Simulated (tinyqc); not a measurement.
From one set of inputs to another, one input at a time: spin coating of a resist or spin-on film: centrifugal thinning, evaporation and the final thickness (Emslie and Meyerhofer models). Computed by tinyqc, a small Python program. Command: `OMP_NUM_THREADS=1 python tinyqc.py 3113135 3113136 out.jsonl spincoat ladder`. One thread of a shared host (Intel(R) Xeon(R) Processor @ 2.30GHz), about 0.3 s of CPU time with the checks.

A Newtonian film stays uniform over the wafer; solvent and solids have the same density and the concentration is uniform through the thickness.

The inputs printed are set A. Inputs not listed in the table keep their values of set A, so the rows need not describe a real material.

Inputs (values chosen for the exercise, of the order of those of a polymer resist in an ester solvent):
```
quantity                                 value          unit
solids volume fraction c0                 0.34             -
kinematic viscosity of the solvent nu_s      2        mm^2/s
viscosity constant k                       420        mm^2/s
viscosity exponent gamma                   2.4             -
spin speed f                              2500           rpm
evaporation rate at 1000 rpm e0           0.35  micrometre/s
starting thickness h0                      500    micrometre
wafer radius R                             100            mm
shrinkage in the bake                      1.5             %
```

Method:
- omega = 2 pi f/60; nu(c) = nu_s + k c^gamma; evaporation rate e = e0 sqrt(f/1000 rpm).
- Flow constant K = 2 omega^2/(3 nu(c0)); Reynolds number of the air omega R^2/nu_air with nu_air = 15 mm^2/s.
- Meyerhofer estimate: flow rules until (1 - c0) K h^3 = e, then evaporation alone: h_w = (e/((1 - c0) K))^(1/3), dry film c0 h_w.
- Full model for solids s and liquid l per area, h = s + l, c = s/h: ds/dt = -c Q, dl/dt = -(1 - c) Q - e, Q = 2 omega^2 h^3/(3 nu(c)); integrated adaptively (relative tolerance 1e-9) until l = 0.
- Dry film = s at l = 0, before the bake; film after the bake = s x (1 - shrinkage).

Each row keeps all changes above it:
```
input moved                                       from     to  dry film (nm)  time to dry (s)  dry film, estimate (nm)
set A                                                -      -         3047.0           12.715                   2892.0
evaporation rate at 1000 rpm e0 (micrometre/s)    0.35  0.057         1664.0           42.640                   1579.3
starting thickness h0 (micrometre)                 500    400         1664.0           42.639                   1579.3
viscosity constant k (mm^2/s)                      420    640         1905.5           48.792                   1804.9
viscosity exponent gamma                           2.4      2         2139.2           55.339                   2074.3
kinematic viscosity of the solvent nu_s (mm^2/s)     2    2.1         2139.8           55.360                   2075.2
solids volume fraction c0                         0.34   0.16          622.0           42.136                    562.3
spin speed f (rpm)                                2500   3000          567.8           35.113                    513.3
```

Which inputs carry the difference?

dry film goes from 3050 to 568, a factor 0.186 in all. The largest single move comes from solids volume fraction c0 (a factor 0.291), and viscosity constant k works against it (a factor 1.15). Time to dry goes from 12.7 to 35.1, a factor 2.76 in all. The largest single move comes from evaporation rate at 1000 rpm e0 (a factor 3.35), and solids volume fraction c0 works against it (a factor 0.761). dry film, estimate goes from 2890 to 513, a factor 0.177 in all. The largest single move comes from solids volume fraction c0 (a factor 0.271), and viscosity exponent gamma works against it (a factor 1.15). The single moves hold for this order of the switches; the total does not depend on the order.

Extremes, crossings and ranges named in words are read from the listed rows.
